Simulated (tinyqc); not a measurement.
Inside a calculation (part 2 of 2). Method: RKS/PBE in the sto-3g basis, for BeH2, spin multiplicity 1. Computed by tinyqc, a small Python program that keeps every step (integrals from PySCF). Command: `OMP_NUM_THREADS=1 python tinyqc.py 21312 21313 out.jsonl` (the two numbers bound the seeds that draw the settings). One thread of a shared host (Intel(R) Xeon(R) Processor @ 2.60GHz), about 1 s of CPU time with the checks.

Geometry (angstrom):
```
atom         x          y         z
Be    0.000000   0.000000  0.000000
H     0.000000   1.329000  0.000000
H     0.000000  -1.329000  0.000000
```

## Iteration 2: diagonalisation and new density

Kohn-Sham matrix F (hartree), order 1Be 1s, 1Be 2s, 1Be 2px, 1Be 2py, 1Be 2pz, 2H 1s, 3H 1s:
$$\begin{pmatrix}
-3.817329 & -1.120015 & 0.000000 & 0.000000 & 0.000000 & -0.315214 & -0.315214 \\
-1.120015 & -0.523514 & 0.000000 & 0.000000 & 0.000000 & -0.271014 & -0.271014 \\
0.000000 & 0.000000 & -0.020660 & 0.000000 & 0.000000 & 0.000000 & 0.000000 \\
0.000000 & 0.000000 & 0.000000 & -0.128763 & 0.000000 & -0.184185 & 0.184185 \\
0.000000 & 0.000000 & 0.000000 & 0.000000 & -0.020660 & 0.000000 & 0.000000 \\
-0.315214 & -0.271014 & 0.000000 & -0.184185 & 0.000000 & -0.128824 & -0.044550 \\
-0.315214 & -0.271014 & 0.000000 & 0.184185 & 0.000000 & -0.044550 & -0.128824
\end{pmatrix}$$

X, order 1Be 1s, 1Be 2s, 1Be 2px, 1Be 2py, 1Be 2pz, 2H 1s, 3H 1s:
$$\begin{pmatrix}
1.028345 & -0.153084 & 0.000000 & 0.000000 & 0.000000 & 0.017451 & 0.017451 \\
-0.153084 & 1.266858 & 0.000000 & 0.000000 & 0.000000 & -0.320873 & -0.320873 \\
0.000000 & 0.000000 & 1.000000 & 0.000000 & 0.000000 & 0.000000 & 0.000000 \\
0.000000 & 0.000000 & 0.000000 & 1.399075 & 0.000000 & -0.462876 & 0.462876 \\
0.000000 & 0.000000 & 0.000000 & 0.000000 & 1.000000 & 0.000000 & 0.000000 \\
0.017451 & -0.320873 & 0.000000 & -0.462876 & 0.000000 & 1.319726 & -0.111372 \\
0.017451 & -0.320873 & 0.000000 & 0.462876 & 0.000000 & -0.111372 & 1.319726
\end{pmatrix}$$

Diagonalise F' = X^T F X, C = X C', fill 3 alpha and 3 beta electrons from the bottom; D = 2 C_occ C_occ^T. Each column has its largest component positive (the first on a tie).

F' = X^T F X (hartree):
$$\begin{pmatrix}
-3.716276 & -0.609862 & 0.000000 & 0.000000 & 0.000000 & -0.064025 & -0.064025 \\
-0.609862 & -0.152206 & 0.000000 & 0.000000 & 0.000000 & -0.198387 & -0.198387 \\
0.000000 & 0.000000 & -0.020660 & 0.000000 & 0.000000 & 0.000000 & 0.000000 \\
0.000000 & 0.000000 & 0.000000 & 0.188956 & 0.000000 & -0.308490 & 0.308490 \\
0.000000 & 0.000000 & 0.000000 & 0.000000 & -0.020660 & 0.000000 & 0.000000 \\
-0.064025 & -0.198387 & 0.000000 & -0.308490 & 0.000000 & 0.157901 & -0.102357 \\
-0.064025 & -0.198387 & 0.000000 & 0.308490 & 0.000000 & -0.102357 & 0.157901
\end{pmatrix}$$

orbital energies (hartree): MO1 -3.822490, MO2 -0.262779, MO3 -0.213118, MO4 -0.020660, MO5 -0.020660, MO6 0.272332, MO7 0.662332

coefficients C, order 1Be 1s, 1Be 2s, 1Be 2px, 1Be 2py, 1Be 2pz, 2H 1s, 3H 1s:
$$\begin{pmatrix}
0.988753 & -0.256635 & 0.000000 & 0.000000 & 0.000000 & -0.195048 & 0.000000 \\
0.044073 & 0.703674 & 0.000000 & 0.000000 & 0.000000 & 1.156366 & 0.000000 \\
0.000000 & 0.000000 & 0.000000 & 0.069858 & 0.997557 & 0.000000 & 0.000000 \\
0.000000 & 0.000000 & 0.585168 & 0.000000 & 0.000000 & 0.000000 & 1.429509 \\
0.000000 & 0.000000 & 0.000000 & 0.997557 & -0.069858 & 0.000000 & 0.000000 \\
-0.006257 & 0.290190 & 0.345421 & 0.000000 & 0.000000 & -0.865491 & -1.057808 \\
-0.006257 & 0.290190 & -0.345421 & 0.000000 & 0.000000 & -0.865491 & 1.057808
\end{pmatrix}$$

D after iteration 2, order 1Be 1s, 1Be 2s, 1Be 2px, 1Be 2py, 1Be 2pz, 2H 1s, 3H 1s:
$$\begin{pmatrix}
2.086988 & -0.274020 & 0.000000 & 0.000000 & 0.000000 & -0.161319 & -0.161319 \\
-0.274020 & 0.994199 & 0.000000 & 0.000000 & 0.000000 & 0.407847 & 0.407847 \\
0.000000 & 0.000000 & 0.000000 & 0.000000 & 0.000000 & 0.000000 & 0.000000 \\
0.000000 & 0.000000 & 0.000000 & 0.684843 & 0.000000 & 0.404258 & -0.404258 \\
0.000000 & 0.000000 & 0.000000 & 0.000000 & 0.000000 & 0.000000 & 0.000000 \\
-0.161319 & 0.407847 & 0.000000 & 0.404258 & 0.000000 & 0.407130 & -0.070132 \\
-0.161319 & 0.407847 & 0.000000 & -0.404258 & 0.000000 & -0.070132 & 0.407130
\end{pmatrix}$$

Within a degenerate level the vectors are fixed only up to a rotation; this is one choice.

## Iteration 23 (converged): orbitals

converged F (hartree), order 1Be 1s, 1Be 2s, 1Be 2px, 1Be 2py, 1Be 2pz, 2H 1s, 3H 1s:
$$\begin{pmatrix}
-3.679795 & -1.092097 & 0.000000 & 0.000000 & 0.000000 & -0.307922 & -0.307922 \\
-1.092097 & -0.500904 & 0.000000 & 0.000000 & 0.000000 & -0.276637 & -0.276637 \\
0.000000 & 0.000000 & 0.011132 & 0.000000 & 0.000000 & 0.000000 & 0.000000 \\
0.000000 & 0.000000 & 0.000000 & -0.123532 & 0.000000 & -0.201130 & 0.201130 \\
0.000000 & 0.000000 & 0.000000 & 0.000000 & 0.011132 & 0.000000 & 0.000000 \\
-0.307922 & -0.276637 & 0.000000 & -0.201130 & 0.000000 & -0.192081 & -0.043853 \\
-0.307922 & -0.276637 & 0.000000 & 0.201130 & 0.000000 & -0.043853 & -0.192081
\end{pmatrix}$$

As before.

F' = X^T F X (hartree):
$$\begin{pmatrix}
-3.578549 & -0.603825 & 0.000000 & 0.000000 & 0.000000 & -0.060883 & -0.060883 \\
-0.603825 & -0.125829 & 0.000000 & 0.000000 & 0.000000 & -0.192898 & -0.192898 \\
0.000000 & 0.000000 & 0.011132 & 0.000000 & 0.000000 & 0.000000 & 0.000000 \\
0.000000 & 0.000000 & 0.000000 & 0.215686 & 0.000000 & -0.310702 & 0.310702 \\
0.000000 & 0.000000 & 0.000000 & 0.000000 & 0.011132 & 0.000000 & 0.000000 \\
-0.060883 & -0.192898 & 0.000000 & -0.310702 & 0.000000 & 0.077034 & -0.099384 \\
-0.060883 & -0.192898 & 0.000000 & 0.310702 & 0.000000 & -0.099384 & 0.077034
\end{pmatrix}$$

orbital energies (hartree): MO1 -3.685778, MO2 -0.274859, MO3 -0.243786, MO4 0.011132, MO5 0.011132, MO6 0.233909, MO7 0.635889

coefficients C, order 1Be 1s, 1Be 2s, 1Be 2px, 1Be 2py, 1Be 2pz, 2H 1s, 3H 1s:
$$\begin{pmatrix}
0.987638 & -0.238992 & 0.000000 & 0.000000 & 0.000000 & -0.221341 & 0.000000 \\
0.048092 & 0.585656 & 0.000000 & 0.000000 & 0.000000 & 1.220236 & 0.000000 \\
0.000000 & 0.000000 & 0.000000 & 0.001838 & 0.999998 & 0.000000 & 0.000000 \\
0.000000 & 0.000000 & 0.493869 & 0.000000 & 0.000000 & 0.000000 & 1.463561 \\
0.000000 & 0.000000 & 0.000000 & 0.999998 & -0.001838 & 0.000000 & 0.000000 \\
-0.006714 & 0.374430 & 0.411432 & 0.000000 & 0.000000 & -0.832515 & -1.033924 \\
-0.006714 & 0.374430 & -0.411432 & 0.000000 & 0.000000 & -0.832515 & 1.033924
\end{pmatrix}$$

D after iteration 23, order 1Be 1s, 1Be 2s, 1Be 2px, 1Be 2py, 1Be 2pz, 2H 1s, 3H 1s:
$$\begin{pmatrix}
2.065093 & -0.184940 & 0.000000 & 0.000000 & 0.000000 & -0.192233 & -0.192233 \\
-0.184940 & 0.690611 & 0.000000 & 0.000000 & 0.000000 & 0.437928 & 0.437928 \\
0.000000 & 0.000000 & 0.000000 & 0.000000 & 0.000000 & 0.000000 & 0.000000 \\
0.000000 & 0.000000 & 0.000000 & 0.487812 & 0.000000 & 0.406386 & -0.406386 \\
0.000000 & 0.000000 & 0.000000 & 0.000000 & 0.000000 & 0.000000 & 0.000000 \\
-0.192233 & 0.437928 & 0.000000 & 0.406386 & 0.000000 & 0.619038 & -0.058066 \\
-0.192233 & 0.437928 & 0.000000 & -0.406386 & 0.000000 & -0.058066 & 0.619038
\end{pmatrix}$$

Within a degenerate level the vectors are fixed only up to a rotation; this is one choice.

## Convergence

Stop when the energy changes by less than 1e-10 hartree and every element of the error matrix X^T (F D S - S D F) X is below 3e-06.

Course of the cycle:
```
iteration   E (hartree)     change  largest element of the error matrix
1          -15.23405681          -                             5.37e-01
2          -15.56783564  -3.34e-01                             2.00e-01
3          -15.62519597  -5.74e-02                             1.20e-01
4          -15.64319335  -1.80e-02                             6.57e-02
5          -15.64886836  -5.68e-03                             3.86e-02
6          -15.65074591  -1.88e-03                             2.18e-02
7          -15.65136131  -6.15e-04                             1.27e-02
8          -15.65156523  -2.04e-04                             7.24e-03
9          -15.65163251  -6.73e-05                             4.18e-03
10         -15.65165478  -2.23e-05                             2.40e-03
11         -15.65166214  -7.36e-06                             1.38e-03
12         -15.65166457  -2.43e-06                             7.93e-04
13         -15.65166538  -8.05e-07                             4.56e-04
14         -15.65166564  -2.66e-07                             2.62e-04
15         -15.65166573  -8.80e-08                             1.51e-04
16         -15.65166576  -2.91e-08                             8.67e-05
17         -15.65166577  -9.62e-09                             4.99e-05
18         -15.65166577  -3.18e-09                             2.87e-05
19         -15.65166577  -1.05e-09                             1.65e-05
20         -15.65166577  -3.48e-10                             9.48e-06
21         -15.65166577  -1.15e-10                             5.45e-06
22         -15.65166577  -3.80e-11                             3.13e-06
23         -15.65166577  -1.25e-11                             1.80e-06
```

PySCF RKS in the same basis, fine grid = -15.65185658 hartree

Converged in 23 iterations. The coarse grid moves the energy by +1.91e-04 hartree.

## Populations, bond orders and dipole

overlap S, order 1Be 1s, 1Be 2s, 1Be 2px, 1Be 2py, 1Be 2pz, 2H 1s, 3H 1s:
$$\begin{pmatrix}
1.000000 & 0.259517 & 0.000000 & 0.000000 & 0.000000 & 0.071195 & 0.071195 \\
0.259517 & 1.000000 & 0.000000 & 0.000000 & 0.000000 & 0.464419 & 0.464419 \\
0.000000 & 0.000000 & 1.000000 & 0.000000 & 0.000000 & 0.000000 & 0.000000 \\
0.000000 & 0.000000 & 0.000000 & 1.000000 & 0.000000 & 0.528969 & -0.528969 \\
0.000000 & 0.000000 & 0.000000 & 0.000000 & 1.000000 & 0.000000 & 0.000000 \\
0.071195 & 0.464419 & 0.000000 & 0.528969 & 0.000000 & 1.000000 & 0.036596 \\
0.071195 & 0.464419 & 0.000000 & -0.528969 & 0.000000 & 0.036596 & 1.000000
\end{pmatrix}$$

Mulliken: Z minus the diagonal of D S on the atom; Loewdin: the same with S^(1/2) D S^(1/2); Mayer order: 2 sum_s sum (D(s) S)_ij (D(s) S)_ji over the two atoms.

Charges (e):
```
atom   Mulliken    Loewdin
1Be    0.043150   0.034834
2H    -0.021575  -0.017417
3H    -0.021575  -0.017417
```

Mayer bond orders:
```
pair     order
2-1   0.995852
3-1   0.995852
3-2   0.003682
```

dipole moment about the origin, x y z (debye): [0.000000, 0.000000, 0.000000]
